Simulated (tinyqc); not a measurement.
Inside a calculation. Method: Hueckel theory of the pi electrons, for the molecule [CH2+]c1cccc(O)c1 (SMILES; centres numbered as the heavy atoms are written). One step of it, computed by the program tinyqc.

Problem. Orbitals. Diagonalise; E = alpha + x beta with beta < 0, so the largest x are filled first; degenerate levels share their electrons. P = sum n_i c_ri c_si; each orbital has its largest coefficient positive (the first on a tie).

Hueckel matrix in units of beta (H = alpha + beta A), lower triangle:
```
          1C        2C        3C        4C        5C        6C        7O        8C
1C  0.000000
2C  1.000000  0.000000
3C  0.000000  1.000000  0.000000
4C  0.000000  0.000000  1.000000  0.000000
5C  0.000000  0.000000  0.000000  1.000000  0.000000
6C  0.000000  0.000000  0.000000  0.000000  1.000000  0.000000
7O  0.000000  0.000000  0.000000  0.000000  0.000000  0.800000  2.000000
8C  0.000000  1.000000  0.000000  0.000000  0.000000  1.000000  0.000000  0.000000
```

pi electrons, sum of z_r less the charge = 8

Give: x values; occupations; coefficients; charge and bond-order matrix P.

Solution.

x values: 2.4739  1.9283  1.2091  0.8471  0.0000  -1.0476  -1.2888  -2.1221

occupations: 2.0000  2.0000  2.0000  2.0000  0.0000  0.0000  0.0000  0.0000

coefficients:
```
       MO1      MO2      MO3      MO4      MO5      MO6      MO7      MO8
1C  0.0787   0.2670  -0.3617  -0.0858   0.7559   0.0576  -0.3966  -0.2288
2C  0.1947   0.5148  -0.4374  -0.0727   0.0000  -0.0603   0.5111   0.4855
3C  0.1421   0.4357   0.0595  -0.4754  -0.3780  -0.4758  -0.1932  -0.3922
4C  0.1567   0.3254   0.5093  -0.3301   0.0000   0.5587  -0.2621   0.3469
5C  0.2456   0.1918   0.5563   0.1958   0.3780  -0.1095   0.5310  -0.3439
6C  0.4509   0.0444   0.1634   0.4959   0.0000  -0.4440  -0.4223   0.3829
7O  0.7612  -0.4952  -0.1652  -0.3441   0.0000   0.1166   0.1027  -0.0743
8C  0.2610   0.2900  -0.2266   0.4996  -0.3780   0.4814  -0.0689  -0.4092
```

charge and bond-order matrix P, lower triangle:
```
         1C       2C       3C       4C       5C      6C       7O      8C
1C   0.4313
2C   0.6344   0.9990
3C   0.2935   0.5209   0.8792
4C  -0.1135  -0.0015   0.7025   0.9976
5C  -0.2950  -0.2221   0.1169   0.6393   0.8899
6C  -0.1086   0.0063  -0.2853   0.0092   0.6145  0.9559
7O   0.0340  -0.0188   0.0923  -0.0249  -0.1347  0.2472   1.9407
8C   0.2741   0.5258  -0.1752  -0.2902   0.1829  0.6827  -0.1589  0.9064
```
